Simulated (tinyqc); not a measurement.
Van der Pauw, Hall and four-point-probe measurements on a doped layer: one step of the calculation.

A uniform n-type layer with sheet resistance Rs = 1/(q ns mu), point contacts, low field (mu B small).

Question. New z. The van der Pauw equation exp(-pi RA z) + exp(-pi RB z) = 1 is solved for z = 1/Rs: e1 = exp(-pi RA z), e2 = exp(-pi RB z), f = e1 + e2 - 1, f' = -pi (RA e1 + RB e2), z(new) = z - f/f'.

z at the start = 11.791041 mS
RA = 13.236738 ohm
RB = 24.187540 ohm

Give: e1; e2; f; f'; z after iteration 1.

Answer.

e1 = 0.6124
e2 = 0.4082
f = 0.02064
f' = -0.05649 kohm
z after iteration 1 = 12.16 mS

Computed by the program tinyqc: `OMP_NUM_THREADS=1 python tinyqc.py 2850125 2850126 out.jsonl`, one thread of a shared Intel Xeon 2.30GHz, about 0.01 s for the whole run.
